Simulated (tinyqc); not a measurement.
AlGaN/GaN HEMT with access regions, lumped model: one step of the calculation.

A polarisation-induced electron sheet under a Schottky gate, in series with two ungated access regions and contacts. Drift law v = mu E/(1 + mu E/vs) under the gate. Currents in mA/mm, resistances in ohm mm. No self-heating, no channel-length modulation; fits for polarisation, barrier and offset are chosen for the exercise.

Question. Polarisation charge, threshold and sheet resistance. sigma = (5e13 x + 1.6e13 x^2) cm^-2, phiB = 0.84 + 1.3 x, dEc = 0.7 (1.71 x + x^2) in volts, Cb = eps0 eps_r/d, VT = phiB - dEc - q sigma/Cb, access density n0 = -Cb VT/q. Rsh = 1/(q mu n0); largest access current q n0 vs.

Parameters, values chosen for the exercise; values close to those of AlGaN/GaN structures:
```
symbol  value        unit                                       meaning
x         0.2                            aluminium share of the barrier
d          25          nm                             barrier thickness
eps_r     9.5              relative permittivity of barrier and channel
mu       1600  cm^2/(V s)                              channel mobility
vs      1.2e7        cm/s                           saturation velocity
```

Constants: q = 1.602176634e-19 C, eps0 = 8.8541878128e-14 F/cm where lengths are in cm. Results are converted to the units shown.

Wanted: sigma; Cb; VT; n0; Rsh; q n0 vs.

Answer.

sigma = 1.064e13 cm^-2
Cb = 0.3365 uF/cm^2
VT = -4.234 V
n0 = 8.892e12 cm^-2
Rsh = 438.7 ohm
q n0 vs = 1709 mA/mm

Program tinyqc, `OMP_NUM_THREADS=1 python tinyqc.py 2570156 2570157 out.jsonl`; Intel Xeon 2.30GHz, shared host, one thread, about 0.03 s.
